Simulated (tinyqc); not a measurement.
Conductivities from two wire lengths.

Inverse problem. A wire with uniform heating p0 per length and ends at the substrate temperature has theta(L/2) = (p0/g)[1 - 1/cosh(L/(2 LH))], LH = sqrt(kap A/g). Find LH, g and kap.

Parameters, values chosen for the exercise:
- A = 980 nm^2 (cross-section)
- p0 = 0.25 uW/nm (heating per length)

theta at the middle for L = 160 and 320 nm (K): [67.071368, 140.55475]

Answer. With c = cosh(L1/(2 LH)) the longer wire has 2 c^2 - 1. The ratio of the two rises falls steadily from 4 to 1 as c grows, so it fixes c; g and kap follow.

LH = 80.52 nm
g = 1.300 W/(m K)
kap = 8.600 W/(m K)

Numbers from tinyqc (`OMP_NUM_THREADS=1 python tinyqc.py 2520023 2520024 out.jsonl`; about 0.01 s on one thread of a shared Intel Xeon 2.30GHz).
